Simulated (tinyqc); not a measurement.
p-i-n power rectifier, conductivity modulation at high injection: one step of the calculation.

A drift layer from x = -d to d (2 d = W) between ideal p+ and n+ emitters (no recombination in them). High injection, n = p, ambipolar diffusion with one lifetime; both mobilities scale as (T/300 K)^(-bt).

Task. Carrier profile. Da = 2 mun mup Vt/(mun + mup), La = sqrt(Da tau), B = (mun - mup)/(mun + mup) with mun = mud (T/300 K)^(-bt), mup likewise; n(x) = (tau J/(2 q La)) [cosh(x/La)/sinh(d/La) - B sinh(x/La)/cosh(d/La)]. 11 equal steps.

Parameters, values chosen for the exercise; bulk values close to those of 4H silicon carbide:
- T = 350 K (temperature)
- mud = 822 cm^2/(V s) (drift mobility at 300 K)
- bt = 2.2 (temperature exponent of the drift mobility)
- mup = 105 cm^2/(V s) (hole mobility at 300 K)
- J = 200 A/cm^2 (forward current density)
- tau = 6.4e-7 s (high-level lifetime)

Constants: q = 1.602176634e-19 C, kB = 1.380649e-23 J/K, Vt = kB T/q. Results are converted to the units shown.

W = 71.721763 um

Find: Da; La; B; x; n.

Result.

Da = 4.001 cm^2/s
La = 16.00 um
B = 0.7735
x, point 0 to 11 (um): [-35.86, -29.34, -22.82, -16.30, -9.78, -3.26, 3.26, 9.78, 16.30, 22.82, 29.34, 35.86]
n, point 0 to 11 (cm^-3): [4.441e17, 2.961e17, 1.979e17, 1.330e17, 9.044e16, 6.315e16, 4.649e16, 3.766e16, 3.516e16, 3.858e16, 4.850e16, 6.658e16]

d/La = 2.24.

Computed by the program tinyqc: `OMP_NUM_THREADS=1 python tinyqc.py 2230044 2230045 out.jsonl`, one thread of a shared Intel Xeon 2.30GHz, about 0.01 s for the whole run.
